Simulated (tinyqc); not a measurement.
Cylindrical quantum wire: sweeps and comparisons. A value that a table varies takes the place of the one given here.

A cylinder of radius R, isotropic masses, c = hbar^2/2m0, k = sqrt(mw E/c), kappa = sqrt(mb (V0 - E)/c). State (n, m) is J_m(k r) inside and K_m(kappa r) outside; psi and psi'/m are continuous: (k/mw) J_m'(kR)/J_m(kR) = (kappa/mb) K_m'(kappa R)/K_m(kappa R).

With hard walls E = c (x/R)^2/mw, x a zero of J_m: (1,0) 2.404826; (2,0) 5.520078; (1,1) 3.831706; (2,1) 7.015587; (1,2) 5.135622; (2,2) 8.417244; (1,3) 6.380162; (2,3) 9.761023.

Constants: hbar^2/2m0 = 3.80998211 eV angstrom^2.

Parameters, chosen for this exercise (near those of an InGaAs wire in InP; not measured data): V0 = 0.247 eV (barrier height); mw = 0.0403 m0 (mass inside); mb = 0.0821 m0 (mass outside); Rs = (36, 51, 71, 102, 143, 204, 286) angstrom (radii); R = 102 angstrom (radius).

## Radius

The two lowest states against R; a dash marks an unbound state.

Levels (eV):

| R (angstrom) | (1,0) | (1,1) | (1,0), hard walls | flat well of width 2R |
|---|---|---|---|---|
| 36 | 0.1259 | - | 0.4219 | 0.0588 |
| 51 | 0.0843 | 0.2115 | 0.2102 | 0.0381 |
| 71 | 0.0543 | 0.1393 | 0.1085 | 0.0241 |
| 102 | 0.0318 | 0.0814 | 0.0526 | 0.0139 |
| 143 | 0.0185 | 0.0472 | 0.0267 | 0.0080 |
| 204 | 0.0101 | 0.0257 | 0.0131 | 0.0043 |
| 286 | 0.0055 | 0.0140 | 0.0067 | 0.0024 |

How do the results move?

The lowest state is bound at every radius listed. (1,1) becomes bound between 36 and 51 angstrom. At the largest radius the level is 0.83 of the hard-wall value and 2.33 times that of the flat well (the hard-wall ratio is 2.34); the exponent d ln E/d ln R between the last two radii is -1.78.

## Shape and dimension

Lowest level with hard walls: film c (pi/2R)^2/mw, cylinder c (2.404826/R)^2/mw, sphere c (pi/R)^2/mw, square or cube of side a: 2 or 3 times c (pi/a)^2/mw; c = hbar^2/2m0. Finite barriers V0 with outer mass mb and psi, psi'/m continuous for film, cylinder and sphere (not separable for the square and the cube: dash).

Lowest level (eV):

| shape | hard walls | finite barrier |
|---|---|---|
| film, width 2R | 0.0224 | 0.0139 |
| cylinder, radius R | 0.0526 | 0.0318 |
| square wire of equal area | 0.0571 | - |
| sphere, radius R | 0.0897 | 0.0531 |
| cube of equal volume | 0.1035 | - |

What can be read from the table?

With hard walls the levels of film, cylinder and sphere stand as 1 : 2.34 : 4.00; with the finite barrier as 1 : 2.29 : 3.82. The square lies 8.6 % above the circle of equal area and the cube 15.5 % above the sphere of equal volume: round shapes give the lowest level for a given size.

## What each parameter does

The lowest level (1,0) and its distance to V0. Each row changes one parameter from the base and keeps the others.

Results:

| case | E (eV) | V0 - E (eV) | k R |
|---|---|---|---|
| base | 0.0318 | 0.2152 | 1.8714 |
| R = 112 angstrom | 0.0275 | 0.2195 | 1.9100 |
| V0 = 0.21 eV | 0.0306 | 0.1794 | 1.8362 |
| mw = 0.0443 m0 | 0.0302 | 0.2168 | 1.9103 |
| mb = 0.0657 m0 | 0.0334 | 0.2136 | 1.9170 |

What does this show?

The largest shifts from the base row, up to three for each result and ties (the steps differ in size, so this ranks the rows, not the parameters). E (eV): R -0.0043, mw -0.0017, mb +0.0016. V0 - E (eV): V0 -0.0358, R +0.0043, mw +0.0017. k R: mb +0.0456, mw +0.0390, R +0.0386.

Run: tinyqc, `OMP_NUM_THREADS=1 python tinyqc.py 1250085 1250086 out.jsonl`; Intel(R) Xeon(R) Processor @ 2.30GHz, one thread, shared host; about 0.02 s of CPU time with all checks.
